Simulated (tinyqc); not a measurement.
A longer run and its error bar: q-state Potts model on a small periodic square lattice: enumeration, Metropolis, heat-bath and Wolff steps. Computed by tinyqc, a small Python program. Command: `OMP_NUM_THREADS=1 python tinyqc.py 3110047 3110048 out.jsonl potts walk`. One thread of a shared host (Intel(R) Xeon(R) Processor @ 2.30GHz), about 0.03 s of CPU time with the checks.

E = -J x (number of nearest-neighbour bonds with equal states); n x n sites with periodic edges have 2 n^2 bonds. Order parameter m = (q f - 1)/(q - 1), f being the largest share of one state. Sites are numbered row by row from 0. Here q = 3 and n = 3.

Inputs (values chosen for the exercise, for a model of domains or grain orientations):
```
quantity             value  unit
number of states q       3     -
edge n                   3     -
coupling J              59   meV
temperature T         1090     K
seed                447007     -
```

Update: Wolff cluster.

Constants: k_B = 8.617333262e-05 eV/K.

Method:
- K = J/(k_B T); the infinite square lattice orders at K_c = ln(1 + sqrt(q)); Wolff bond probability p = 1 - exp(-K).
- All q^(n^2) states are counted by their number b of equal bonds; weights g(b) exp(K b), K = J/(k_B T). Per site: u = -J <b>/n^2, c/k_B = K^2 (<b^2> - <b>^2)/n^2.
- ln Z = ln sum g(b) exp(K b); entropy per site s/k_B = (ln Z - K <b>)/n^2.
- After 400 updates are discarded, b is recorded for 4000 cluster flips of the update named (random numbers not printed, so these rows are one sample). Records are averaged in blocks; the error is the scatter of block means over sqrt(number of blocks), and the last column its square over that for single records.

start states:
```
   1  2  3
1  2  1  2
2  0  1  0
3  0  0  1
```

K = 0.628134

p = 0.466414

<b> = 10.3612

Blocking:
```
block length    mean b    error  variance ratio
1             10.39675  0.05750          1.0000
4             10.39675  0.09147          2.5300
16            10.39675  0.11476          3.9830
40            10.39675  0.12860          5.0017
100           10.39675  0.12168          4.4778
```

What does the comparison show, and why?

The run gives 10.397 +/- 0.129 (blocks of 40) against the exact 10.361, a difference of 0.3 error bars. Single records understate the error by a factor of about 2.2, because successive records are correlated.

Extremes, crossings and ranges named in words are read from the listed rows.
